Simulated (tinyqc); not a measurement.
# Worked calculation: ellipsometry and reflectance of a transparent film on an absorbing substrate

Program tinyqc, `OMP_NUM_THREADS=1 python tinyqc.py 2870132 2870133 out.jsonl`; Intel Xeon 2.30GHz, shared host, one thread, about 0.3 s. Printed values are rounded.

Air (index 1), film, substrate with N2 = n2 - i k2; time factor exp(+i w t). q_j = sqrt(N_j^2 - sin^2 th), root with positive real part. Fresnel coefficients r_s = (q_a - q_b)/(q_a + q_b), r_p = (N_b^2 q_a - N_a^2 q_b)/(N_b^2 q_a + N_a^2 q_b). tan(Psi) exp(i Delta) = R_p/R_s, Delta taken from 0 to 360 degrees.

Inputs (values chosen for the exercise); indices close to those of aluminium oxide on silicon:
- lam = 800 nm (wavelength)
- th = 65 degrees (angle of incidence)
- n1 = 1.647 (index of the transparent film)
- d = 91 nm (film thickness)
- n2 = 3.692 (index of the substrate)
- k2 = 0.0065 (extinction coefficient of the substrate)

## Interface coefficients and thickness period

q0, q1, q2 and the coefficients r01 and r12 for p and s; the results repeat in d with the period lam/(2 q1).

q0 = 0.4226183
q1 = 1.375215
q2 = 3.579032-0.006705i
r01,p = -0.09074213
r01,s = -0.5298581
r12,p = 0.3175971-0.0007407i
r12,s = -0.4448351+0.0007514i
period = 290.8637 nm

## Psi, Delta and reflectances

beta = 2 pi d q1/lam, X = exp(-2 i beta), R = (r01 + r12 X)/(1 + r01 r12 X) for p and s.

beta = 0.9828828 rad
X = -0.3847799-0.9230084i
R_p = -0.2187357-0.2838813i
R_s = -0.4746776+0.3378691i
Psi = 31.59512 degrees
Delta = 87.82784 degrees
|R_p|^2 = 0.1284339
|R_s|^2 = 0.3394744

The bare substrate gives Psi = 16.50 and Delta = 179.83 degrees.
